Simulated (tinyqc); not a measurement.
Self-heating of a transistor with one or more fingers, with temperature-dependent conductivity: one step, computed by the program tinyqc. Command: `OMP_NUM_THREADS=1 python tinyqc.py 3016386 3016387 out.jsonl selfheat walk`. One thread of a shared host (Intel(R) Xeon(R) Processor @ 2.30GHz), about 0.06 s of CPU time with the checks.

N long parallel fingers lie on the top face of a slab whose bottom is held at T_0; the top is otherwise insulated, and heat flows in two dimensions. P in W/mm is 1000 P in W/m.

Question. Correction for the falling conductivity. Kirchhoff transformation for kappa = kappa_0 (T/T_0)^-m: T = T_0 [1 - (m - 1) theta/T_0]^(-1/(m - 1)), where theta is the linear rise. The bracket vanishes at the power P T_0/((m - 1) theta).

Inputs (values chosen for the exercise, modelled on silicon carbide): exponent m in kappa ~ T^-m = 1.47; base temperature T_0 = 300 K; power per gate width P = 12 W/mm.

Power: fixed power.

largest theta = 100.6444 K

Give: peak temperature; true rise; true rise / linear rise; power at which the formula diverges.

Answer.

peak temperature = 432.2 K

true rise = 132.2 K

true rise / linear rise = 1.313

power at which the formula diverges = 76.11 W/mm

The falling conductivity adds 31.3 % to the rise.
